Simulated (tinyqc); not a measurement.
# Anisotropic wet etching of Si(100): plane rates, V-grooves, membranes and undercut, step by step

A worked calculation. Computed by tinyqc, a small Python program that keeps every step. Command: `OMP_NUM_THREADS=1 python tinyqc.py 3011891 3011892 out.jsonl wetetch walk`. One thread of a shared host (Intel(R) Xeon(R) Processor @ 2.30GHz), about 0.01 s of CPU time with the checks. Intermediate numbers are printed to about 5 digits and carried at full precision; extremes and crossings named in words are read from the listed rows.

A long slot opens the mask on a (100) wafer. The floor etches at R100; (111) walls stand at theta = arctan(sqrt2) = 54.7356 degrees to the surface and recede at R111 along their normal.

Inputs (values chosen for the exercise, close to those used for tetramethylammonium hydroxide solutions):
```
quantity                                                                    value     unit
prefactor k0 of the (100) rate                                            6.4e+08   um/min
activation energy of (100), E                                               0.617       eV
ratio (100)/(111) at 80 C                                                      18        -
extra energy of (111), dE                                                   0.063       eV
ratio (100)/oxide at 80 C                                                    2900        -
extra energy of the oxide, dE_ox                                             0.28       eV
corner undercut rate over (100) rate, c                                         2        -
bath temperature T                                                             75        C
width w (mask opening along <110>, or membrane width in the design step)      4.4       um
misalignment of the mask                                                        0  degrees
etch time t                                                                    19      min
wafer thickness d                                                             675       um
membrane thickness wanted                                                      45       um
```

Constants: k_B = 8.617333262e-05 eV/K.

## Rates

R100 = k0 exp(-E/(k_B T)); a ratio given at 80 C scales as exp[(extra energy/k_B)(1/T - 1/353.15 K)]; R111 and R_ox follow by division. Temperatures in kelvin are T(C) + 273.15.

R100 = 0.74914 um/min

R111 = 0.040400 um/min

R_ox = 2.2635e-04 um/min

anisotropy R100/R111 = 18.543

## Shape after the time t

A misaligned edge exposes ledges and adds R100 sin(misalignment) to the lateral rate (a simple estimate): u = R111/sin(theta) + R100 sin(misalignment). Top width W = w + 2 u t; floor width b = W - 2 z/tan(theta) = W - sqrt2 z. The floor lasts until b = 0, at t_V = w/(sqrt2 R100 - 2u); depth z = R100 t before t_V and W/sqrt2 after.

lateral rate u = 0.049479 um/min

time t_V to close the V = 4.5810 min

top width W = 6.2802 um

depth z = 4.4408 um

floor width b = 0 um

The groove has closed to a V and now deepens at sqrt2 u = 0.0700 um/min, 9.3 % of R100.

## Designing a membrane from the back side

Etch depth d - membrane, time = depth/R100; for a membrane as wide as w the opening must be w + sqrt2 depth - 2 u time; oxide mask consumed R_ox x time; a 1 K error changes the depth by the fraction E/(k_B T^2); a convex mask corner, such as that of a mesa, would retreat by c x depth.

time to reach the membrane = 840.97 min

opening needed = 812.13 um

oxide consumed = 190.35 nm

depth error per kelvin = 37.215 um

retreat of a convex corner = 1260 um

The error per kelvin is 83 % of the membrane, so a timed etch cannot hold it and an etch stop is needed. A corner retreat larger than the depth shows why mesas need compensation structures. Caution: the remaining silicon is too narrow for its thickness to act as a membrane. Caution: rates also depend on concentration, doping, additives and stirring, all held fixed here.

## Speed against selectivity over temperature

Each row etches to the depth d - membrane; undercut per side = (R111/sin(theta) + R100 sin(misalignment)) x time.

Etching to a fixed depth:
```
T (C)  R100 (um/min)  R100/R111  time (h)  undercut (um)  oxide consumed (nm)
30            0.0354     25.326    296.79         30.467                47.63
40            0.0752     23.448    139.60         32.906                67.07
50            0.1526     21.814     68.80         35.371                92.47
60            0.2968     20.382     35.38         37.856               125.04
70            0.5552     19.119     18.91         40.356               166.15
80            1.0023     18.000     10.48         42.866               217.24
90            1.7518     17.003      5.99         45.381               279.88
100           2.9714     16.110      3.53         47.896               355.72
```

From 30 to 100 C the time falls by a factor 84.0, while the oxide loss grows by 7.47 and the undercut by 1.57: the slower planes and the mask have the higher activation energies, so heat costs selectivity.

Checks made by the program: depth against time integration (relative difference below 1e-10).
